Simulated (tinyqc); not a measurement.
Ellipsometry and reflectance of a transparent film on an absorbing substrate: two steps of the calculation.

Air (index 1), film, substrate with N2 = n2 - i k2; time factor exp(+i w t). q_j = sqrt(N_j^2 - sin^2 th), root with positive real part. Fresnel coefficients r_s = (q_a - q_b)/(q_a + q_b), r_p = (N_b^2 q_a - N_a^2 q_b)/(N_b^2 q_a + N_a^2 q_b). tan(Psi) exp(i Delta) = R_p/R_s, Delta taken from 0 to 360 degrees.

Inputs (values chosen for the exercise); indices close to those of silicon nitride on silicon:
- lam = 632.8 nm (wavelength)
- th = 60 degrees (angle of incidence)
- n1 = 2.019 (index of the transparent film)
- d = 17 nm (film thickness)
- n2 = 3.882 (index of the substrate)
- k2 = 0.019 (extinction coefficient of the substrate)

Task 1. Interface coefficients and thickness period. q0, q1, q2 and the coefficients r01 and r12 for p and s; the results repeat in d with the period lam/(2 q1).

Give: q0; q1; q2; r01,p; r01,s; r12,p; r12,s; period.

Result 1.

q0 = 0.5000
q1 = 1.824
q2 = 3.784-0.019i
r01,p = 0.05550
r01,s = -0.5697
r12,p = 0.2810-0.0021i
r12,s = -0.3496+0.0023i
period = 173.5 nm

Task 2. Psi, Delta and reflectances. beta = 2 pi d q1/lam, X = exp(-2 i beta), R = (r01 + r12 X)/(1 + r01 r12 X) for p and s.

q1 = 1.8238314
r01,p = 0.055501925
r01,s = -0.56967618
r12,p = 0.28104049-0.00213585i
r12,s = -0.34956886+0.00226064i

Find: beta; X; R_p; R_s; Psi; Delta; |R_p|^2; |R_s|^2.

Result 2.

beta = 0.30786 rad
X = 0.81636-0.57754i
R_p = 0.28159-0.15947i
R_s = -0.74491+0.10094i
Psi = 23.291 degrees
Delta = 158.19 degrees
|R_p|^2 = 0.10472
|R_s|^2 = 0.56509

The bare substrate gives Psi = 23.38 and Delta = 179.72 degrees.

Numbers from tinyqc (`OMP_NUM_THREADS=1 python tinyqc.py 2870181 2870182 out.jsonl`; about 0.7 s on one thread of a shared Intel Xeon 2.30GHz).
